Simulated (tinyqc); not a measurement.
Via and link resistance from two via chains.

Question. A chain of 2000 vias joined by 2000 metal links has R = 2000 (Rv + Rlink), with Rlink proportional to the link length. Find Rv, Rlink for length L, and the value of Rv that the short chain would give if the links were ignored.

resistance of chains of 2000 links with link lengths L and 3 L (ohm): 36800  50400

Solution. R per link is a straight line in the link length; its intercept at zero length is Rv.

Rv = 15.0 ohm
Rlink = 3.40 ohm
Rv without correction = 18.4 ohm

Program tinyqc, `OMP_NUM_THREADS=1 python tinyqc.py 2750170 2750171 out.jsonl`; Intel Xeon 2.30GHz, shared host, one thread, about 0.01 s.
